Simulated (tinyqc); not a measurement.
# Input admittance of a MOSFET at zero drain bias: distributed channel and distributed gate: what changes with what

Source and drain grounded, strong inversion, w = 2 pi f, Cox = eps0 eox/tox. The channel is an RC line of resistance 1/(mu Cox Vo) per square fed from both ends, so one finger has the intrinsic admittance y = i w Cox L tanh(g)/g per width, g = (1/2) sqrt(i w tau), tau = L^2/(mu Vo). The vertical resistance rv/L is in series with y, the overlaps 2 i w Cov in parallel: y_t = 1/(1/y + rv/L) + 2 i w Cov. The gate strip is a line of Rsh/L per length loaded by y_t, so a finger has Y = y_t Wf tanh(k)/k, k = (Wf/sd) sqrt(y_t Rsh/L); the device has Nf Y.

Inputs (values chosen for the exercise); values of the order met in silicon radio-frequency transistors: relative permittivity of the gate insulator (close to silicon dioxide) eox = 3.9; insulator thickness tox = 1.9 nm; channel length L = 0.94 um; finger width Wf = 5.6 um; number of fingers Nf = 16; channel mobility mu = 170 cm^2/(V s); gate overdrive Vo = 0.69 V; sheet resistance of the gate Rsh = 3.5 ohm/square; vertical resistivity of the gate stack rv = 1.5 ohm um^2; number of ends at which a finger is contacted sd = 1; overlap and fringe capacitance on each side Cov = 0.21 fF/um; frequency f = 0.98 GHz.

Constants: eps0 = 8.8541878128e-14 F/cm where lengths are in cm. Results are converted to the units shown.

Each table varies one quantity; the others keep the values above.

## Input impedance against frequency

Low-frequency limits, with c = Cox L and ct = c + 2 Cov: R_strip = Rsh Wf/(3 sd^2 L Nf), R_ch = (c/ct)^2 L/(12 mu Cox Vo Wf Nf), R_vert = (c/ct)^2 rv/(L Wf Nf), C = ct Wf Nf. Z = 1/(Nf Y) = R + 1/(i w C), Q = |Im Z|/R, far-point signal |1/cosh k|.

The same in every row: low-frequency R (ohm) = 4.358.

Input impedance against frequency:
```
f (GHz)     w tau      |k|  R (ohm)  C (fF)      Q  signal at the far point
0.01     0.004733  0.01133    4.358    1568   2329                    1.000
0.03      0.01420  0.01963    4.358    1568  776.2                    1.000
0.07      0.03313  0.02998    4.358    1568  332.7                    1.000
0.2       0.09466  0.05068    4.358    1568  116.4                    1.000
0.5        0.2367  0.08012    4.358    1568  46.58                   0.9999
1          0.4733   0.1133    4.357    1568  23.30                   0.9997
4           1.893   0.2247    4.351    1560  5.863                   0.9960
10          4.733   0.3414    4.316    1517  2.431                   0.9792
30          14.20   0.4821    4.030    1233  1.068                   0.9276
```

What does the comparison show?

R falls from 4.36 to 4.03 ohm and C falls from 1570 to 1230 fF. Q goes as f^(-1.00) between the first two rows and f^(-0.75) between the last two, where w tau = 14.2 and |k| = 0.482. The low-frequency limits hold both R and C within 5 % up to f = 10 GHz among the rows.

## Effect of the channel length

Same model as above.

Effect of the channel length:
```
L (um)     w tau     |k|  R (ohm)  low-frequency R (ohm)  C (fF)      Q  signal at the far point
0.03    4.724e-4  0.1475    13.83                  13.83   86.48  135.8                    1.000
0.058   0.001766  0.1311    7.317                  7.317   132.1  168.0                    1.000
0.11    0.006352  0.1219    4.144                  4.144   216.8  180.8                    1.000
0.22     0.02541  0.1165    2.704                  2.704   395.9  151.7                    1.000
0.42     0.09260  0.1138    2.654                  2.654   721.6  84.80                   0.9999
0.8       0.3360  0.1124    3.827                  3.827    1340  31.67                   0.9998
1.6        1.344  0.1111    7.043                  7.048    2636  8.747                   0.9993
3          4.724  0.1060    12.91                  13.03    4773  2.636                   0.9980
```

What does the table show?

As L goes from 0.03 to 3, R goes from 13.8 through a minimum of 2.65 (at L = 0.42 among the rows listed) to 12.9 ohm, C rises from 86.5 to 4770 fF and Q goes from 136 through a maximum of 181 (at L = 0.11 among the rows listed) to 2.64. R_strip falls as 1/L while R_ch grows with L, which gives the minimum of R.

Computed by the program tinyqc: `OMP_NUM_THREADS=1 python tinyqc.py 2262183 2262184 out.jsonl`, one thread of a shared Intel Xeon 2.30GHz, about 0.01 s for the whole run.
